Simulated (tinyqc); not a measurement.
Long-channel MOSFET, surface-potential model: one step of the calculation.

n-channel transistor on a uniformly doped p-type body, gradual-channel approximation, constant mobility, Boltzmann statistics, full ionisation. Potentials are counted from the neutral body; V is the electron quasi-Fermi potential, Vsb at the source and Vsb + Vds at the drain. Charges are magnitudes per area.

Task. Surface potential at the source by Newton steps. With V = Vsb: G = psi - Vt + Vt e, e = exp((psi - 2 phiF - Vsb)/Vt); f = Vgs + Vsb - Vfb - psi - gamma sqrt(G); f' = -1 - gamma (1 + e)/(2 sqrt(G)); psi(new) = psi - f/f'.

Values chosen for this exercise; material values close to those of gallium nitride: temperature T = 350 K; flat-band voltage Vfb = -1.94 V; source-body reverse bias Vsb = 1 V; gate-source voltage Vgs = 2.07 V.

Constants: q = 1.602176634e-19 C, kB = 1.380649e-23 J/K, Vt = kB T/q. Results are converted to the units shown.

psi at the start (the smaller of 2 phiF + Vsb + 4 Vt and the root without inversion charge) = 4.2656100 V
phiF = 1.5924925 V
gamma = 0.36170108 V^0.5

Find: G; f; f'; psi after iteration 1.

Result.

G = 4.672 V
f = -0.03745 V
f' = -2.296
psi after iteration 1 = 4.249 V

Computed by the program tinyqc: `OMP_NUM_THREADS=1 python tinyqc.py 2360101 2360102 out.jsonl`, one thread of a shared Intel Xeon 2.30GHz, about 0.06 s for the whole run.
